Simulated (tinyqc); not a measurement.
Worked calculation: equilibrium crystal shape, supported particles, Gibbs-Thomson effect and coarsening. Computed by tinyqc, a small Python program that keeps every step. Command: `OMP_NUM_THREADS=1 python tinyqc.py 3008221 3008222 out.jsonl wulff walk`. One thread of a shared host (Intel(R) Xeon(R) Processor @ 2.30GHz), about 0.06 s of CPU time with the checks. Intermediate numbers are printed to about 5 digits and carried at full precision; extremes and crossings named in words are read from the listed rows.

A cubic crystal bounded by {100}, {110} and {111} facets only.

Inputs (values chosen for the exercise, for a model metal):
```
quantity                                value      unit
lattice constant a                       4.23  angstrom
first-neighbour bond energy e1          0.293        eV
second-neighbour bond energy e2          0.12        eV
atoms in the particle N                 52000         -
work of adhesion W_a                     0.97     J/m^2
temperature T                             725         K
precipitate interface energy gamma_i      0.4     J/m^2
solubility x_inf at a flat interface   0.0059         -
diffusivity D                         1.5e-18     m^2/s
mean radius at the start r0                10        nm
time t                                  94000         s
```

Surface energies: broken bonds, fcc.

Constants: 1 eV/angstrom^2 = 16.02176634 J/m^2; e = 1.602176634e-19 C; k_B = 8.617333262e-05 eV/K; k_B = 1.380649e-23 J/K.

## Surface energies from broken bonds

A cut with normal n breaks sum_R |R.n|/(2 Omega) bonds per area (R over all neighbours of a shell) and makes two surfaces: gamma = sum over shells e_s sum_R |R.n|/(4 Omega). fcc: 12 neighbours a/2 (1,1,0), 6 at a (1,0,0), Omega = a^3/4.

gamma (J/m^2): (100) 1.2643, (110) 1.4170, (111) 1.2811

Omega = 18.922 angstrom^3

The lowest energy belongs to (100).

## The Wulff shape

Wulff construction: the facet planes lie at distances lambda gamma from the centre, and the shape is the region inside all of them; V = (1/3) sum of area x distance. gamma_mean = sum A gamma / sum A; shape factor eta = A/V^(2/3) (4.836 for a sphere). lambda follows from V = N Omega.

area fractions: {100} 0.39147, {110} 0.15250, {111} 0.45603

gamma_mean = 1.2952 J/m^2

shape factor eta = 5.1253

distances of the planes from the centre (nm): {100} 5.6828, {110} 6.3691, {111} 5.7580

surface energy per atom = 0.078826 eV

Present: {100}, {110}, {111}.

## Chemical potential of the particle

For the Wulff shape mu - mu(bulk) = 2 Omega gamma/h, with gamma and h = lambda gamma the energy and distance of any one facet plane, here (111); the vapour pressure rises by exp[(mu - mu(bulk))/(k_B T)].

mu - mu(bulk) = 52.551 meV

pressure ratio = 2.3190

This is 2/3 of the surface energy per atom (0.6667), since the total surface energy goes as N^(2/3).

## The particle on a substrate

Winterbottom: the particle sits on its largest facet family, {111}, with energy gamma_f; the substrate plane cuts the shape at the distance lambda (gamma_f - W_a) below the centre. Height over that of the free particle at the same lambda = (2 gamma_f - W_a)/(2 gamma_f). An isotropic particle with gamma_mean has cos(theta) = W_a/gamma_mean - 1 (Young-Dupre); a film dewets into particles whenever W_a < 2 gamma.

relative height = 0.62141

contact angle theta = 104.54 degrees

W_a is below gamma_f: more than half of the shape shows.

## Gibbs-Thomson solubility and coarsening

Spherical precipitates of nearly pure solute with atomic volume Omega: x(r) = x_inf exp(l/r), l = 2 gamma_i Omega/(k_B T). Diffusion-limited coarsening at small volume fraction (Lifshitz-Slyozov-Wagner): r^3 = r0^3 + K t, K = (4/9) D x_inf l; the number density falls as (r0/r)^3. The steady size distribution is assumed from the start, and D and x_inf are inputs that do not follow T.

capillary length l = 1.5123 nm

x(r0)/x_inf = 1.1633

rate constant K = 0.0059483 nm^3/s

mean radius at t = 11.596 nm

number density over its start = 0.64138

The time to double the radius is 7 r0^3/K = 1.2e6 s; t is 0.080 times that.

## Shape against the ratio gamma(100)/gamma(111)

Wulff construction: the facet planes lie at distances lambda gamma from the centre, and the shape is the region inside all of them; V = (1/3) sum of area x distance. gamma_mean = sum A gamma / sum A; shape factor eta = A/V^(2/3) (4.836 for a sphere). gamma(110)/gamma(111) is held at the value of this crystal.

Area fractions:
```
gamma(100)/gamma(111)   {100}    {110}    {111}     eta
0.550                  1.0000  0.00000  0.00000  6.0000
0.592                  0.9984  0.00000  0.00159  5.9933
0.711                  0.9016  0.00000  0.09842  5.7112
0.839                  0.6568  0.04780  0.29537  5.3215
0.987                  0.3914  0.15253  0.45607  5.1253
1.110                  0.2411  0.22687  0.53200  5.1195
1.280                  0.1008  0.32166  0.57752  5.1992
1.750                  0.0000  0.43185  0.56815  5.3310
```

{100} holds 100 % of the area in the first row and 0 % in the last; without {110} the limits are a cube below 1/sqrt(3) = 0.577 and an octahedron above sqrt(3) = 1.732. The roundest shape among these rows (eta = 5.120) is at the ratio 1.11; {110} shows in 5 rows.

Checks made by the program: volume against one third of area times distance (relative difference below 1e-10).
